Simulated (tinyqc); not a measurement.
Undoped gate-all-around wire MOSFET, analytic charge model: one step of the calculation.

An undoped round wire of radius R under an insulator shell and a surrounding gate; long channel, electrons only, n = ni exp((psi - V)/Vt) with V the quasi-Fermi potential (0 at the source, Vd at the drain), constant mobility, no quantisation. The radial Poisson equation gives n(r) = n(0)/(1 - (1 - b) r^2/R^2)^2 with b = Q0/(Q + Q0). Q is the electron charge per area of the wire surface.

Question. Charge at the source by substitution. With V = 0: u = Vg - V0 - Q/Cox, then Q(new) = (Q0/2)[sqrt(1 + 4 exp(u/Vt)) - 1], the root of Vt ln[(Q/Q0)(1 + Q/Q0)] = u.

Inputs (values chosen for the exercise):

| symbol | value | unit | meaning |
|---|---|---|---|
| T | 300 | K | temperature |
| Vg | 0.7 | V | gate voltage |

Constants: q = 1.602176634e-19 C, kB = 1.380649e-23 J/K, Vt = kB T/q. Results are converted to the units shown.

Q after iteration 1 = 22.412306 nC/cm^2
Cox = 4.5592520 uF/cm^2
Q0 = 279.25612 nC/cm^2
V0 = 0.76321641 V

Find: u; Q after iteration 2.

Answer.

u = -0.06813 V
Q after iteration 2 = 18.76 nC/cm^2

Program tinyqc, `OMP_NUM_THREADS=1 python tinyqc.py 2460062 2460063 out.jsonl`; Intel Xeon 2.30GHz, shared host, one thread, about 0.02 s.
